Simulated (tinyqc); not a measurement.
Worked calculation: plane-wave Kohn-Sham cycle with exchange-only LDA in a layered model solid. One step of it, computed by the program tinyqc.

Problem. Iteration 1: potential. V_H(G) = 4 pi rho(G)/G^2 for G != 0 (uniform background); v_x = -(3 rho/pi)^(1/3); V = V_ext + V_H + v_x; Fourier components f(G_m) = (1/N) sum_j f(x_j) exp(-i G_m x_j).

A solid whose potential varies along x alone (atomic units):

| parameter | value |
|---|---|
| period a | 6.100000 |
| cross-section of the cell | 33.000000 |
| electrons per cell | 4 |
| grid points | 16 |
| plane waves -n..n, n | 2 |
| k points | 4 |
| V1 in V1 cos(2 pi x/a) | -0.330000 |

density at the start, on the grid x_j = j a/N (e/bohr^3): 0.01987084  0.01987084  0.01987084  0.01987084  0.01987084  0.01987084  0.01987084  0.01987084  0.01987084  0.01987084  0.01987084  0.01987084  0.01987084  0.01987084  0.01987084  0.01987084

Give: Potentials on the grid; V(G_m), m = 0, 1, 2, ....

Solution.

Potentials on the grid (hartree):

| x | V_ext | V_H | v_x | V |
|---|---|---|---|---|
| 0.000 | -0.330 | 0.000 | -0.267 | -0.597 |
| 0.381 | -0.305 | 0.000 | -0.267 | -0.572 |
| 0.762 | -0.233 | 0.000 | -0.267 | -0.500 |
| 1.144 | -0.126 | 0.000 | -0.267 | -0.393 |
| 1.525 | 0 | 0.000 | -0.267 | -0.267 |
| 1.906 | 0.126 | 0.000 | -0.267 | -0.140 |
| 2.288 | 0.233 | 0.000 | -0.267 | -0.033 |
| 2.669 | 0.305 | 0.000 | -0.267 | 0.038 |
| 3.050 | 0.330 | 0.000 | -0.267 | 0.063 |
| 3.431 | 0.305 | 0.000 | -0.267 | 0.038 |
| 3.812 | 0.233 | 0.000 | -0.267 | -0.033 |
| 4.194 | 0.126 | 0.000 | -0.267 | -0.140 |
| 4.575 | 0 | 0.000 | -0.267 | -0.267 |
| 4.956 | -0.126 | 0.000 | -0.267 | -0.393 |
| 5.338 | -0.233 | 0.000 | -0.267 | -0.500 |
| 5.719 | -0.305 | 0.000 | -0.267 | -0.572 |

V(G_m), m = 0, 1, 2, ... (hartree): -0.267  -0.165  0.000  0.000  0.000
